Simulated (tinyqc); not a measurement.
Grain-boundary diffusion: Harrison regimes, Fisher and Le Claire analysis, Hart average. Changing the grain size d. Computed by tinyqc, a small Python program. Command: `OMP_NUM_THREADS=1 python tinyqc.py 3013710 3013711 out.jsonl gbdiff sweep`. One thread of a shared host (Intel(R) Xeon(R) Processor @ 2.30GHz), about 0.01 s of CPU time with the checks.

A boundary is a slab of width delta with diffusivity D_b, normal to a surface held at constant concentration; it leaks into grains of diffusivity D.

Inputs (values chosen for the exercise, for a model polycrystal):

| quantity | value | unit |
|---|---|---|
| lattice prefactor D0 | 1.1e-05 | m^2/s |
| lattice activation energy E | 2.03 | eV |
| boundary prefactor D0b | 4.3e-05 | m^2/s |
| boundary activation energy E_b | 1.13 | eV |
| boundary width delta | 0.72 | nm |
| segregation factor s | 1 | - |
| temperature T | 666 | K |
| time t | 2400 | s |

Constants: k_B = 8.617333262e-05 eV/K.

Method:
- D = D0 exp(-E/(k_B T)), D_b = D0b exp(-E_b/(k_B T)).
- Triple product P = s delta D_b.
- Hart average for parallel slabs: f = delta/d, D_eff = (s f D_b + (1 - f) D)/(1 - f + s f); share of the boundaries = s f D_b/(s f D_b + (1 - f) D); depth sqrt(D_eff t).

One run for each value:

| grain size d (um) | D_eff (m^2/s) | share of the boundaries | depth sqrt(D_eff t) (um) |
|---|---|---|---|
| 0.01 | 8.706e-15 | 1.0000 | 4.571 |
| 0.036 | 2.418e-15 | 1.0000 | 2.409 |
| 0.13 | 6.697e-16 | 1.0000 | 1.268 |
| 0.48 | 1.814e-16 | 1.0000 | 0.660 |
| 1.7 | 5.122e-17 | 0.9999 | 0.351 |
| 6.3 | 1.382e-17 | 0.9997 | 0.182 |
| 23 | 3.790e-18 | 0.9987 | 0.095 |
| 83 | 1.054e-18 | 0.9955 | 0.050 |
| 300 | 2.950e-19 | 0.9838 | 0.027 |

Over the rows, D_eff (m^2/s) falls from 8.71e-15 to 2.95e-19 (exponent d ln y / d ln x about -1.00 throughout); share of the boundaries falls from 1.0000 to 0.9838; depth sqrt(D_eff t) (um) falls from 4.57 to 0.0266 (exponent d ln y / d ln x about -0.50 throughout). The exponent of D_eff stays between -1.00 and -0.99, near -1: boundaries carry the flux, in proportion to their number.

Caution (all rows): outside regime A (which needs sqrt(D t) above about 3 d) the Hart average and its depth are formal: they describe a profile only in regime A or at steady state.
